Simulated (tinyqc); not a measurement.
Carrier lifetime of a p-type layer with SRH, radiative, Auger and surface recombination: one step of the calculation.

Uniform excess density dn = dp (no trapping), n = n0 + dn, p = p0 + dn, Boltzmann statistics, full ionisation. Surfaces enter as a rate 2 S dn/d, which holds while diffusion to them is fast.

Task. New dn. With e = n p - ni^2 = dn (n0 + p0 + dn): U_SRH = e/(tp0 (n + n1) + tn0 (p + p1)), U_rad = B e, U_Aug = (Cn n + Cp p) e, U_s = 2 S dn/d. Substitution: tau = dn/U with U the sum, dn(new) = G tau.

Inputs (values chosen for the exercise); band and dielectric values close to those of silicon:
- B = 4.68e-15 cm^3/s (radiative coefficient)
- Cn = 2.4e-31 cm^6/s (Auger coefficient (two electrons))
- Cp = 2.3e-31 cm^6/s (Auger coefficient (two holes))
- S = 40 cm/s (surface recombination velocity (both faces))
- d = 8 um (sample thickness)
- G = 5.4e18 cm^-3 s^-1 (generation rate)

dn at the start = 1e14 cm^-3
n0 = 7260.2911 cm^-3
p0 = 3.4e16 cm^-3
n1 = 2.2381802e6 cm^-3
p1 = 1.1029045e14 cm^-3
tn0 = 9.1911765e-6 s
tp0 = 1.8382353e-4 s

Wanted: U_SRH; U_rad; U_Aug; U_s; tau; dn after iteration 1.

Result.

U_SRH = 1.025e19 cm^-3 s^-1
U_rad = 1.596e16 cm^-3 s^-1
U_Aug = 2.683e16 cm^-3 s^-1
U_s = 1.000e19 cm^-3 s^-1
tau = 4.929e-6 s
dn after iteration 1 = 2.662e13 cm^-3

Computed by the program tinyqc: `OMP_NUM_THREADS=1 python tinyqc.py 2300070 2300071 out.jsonl`, one thread of a shared Intel Xeon 2.30GHz, about 0.02 s for the whole run.
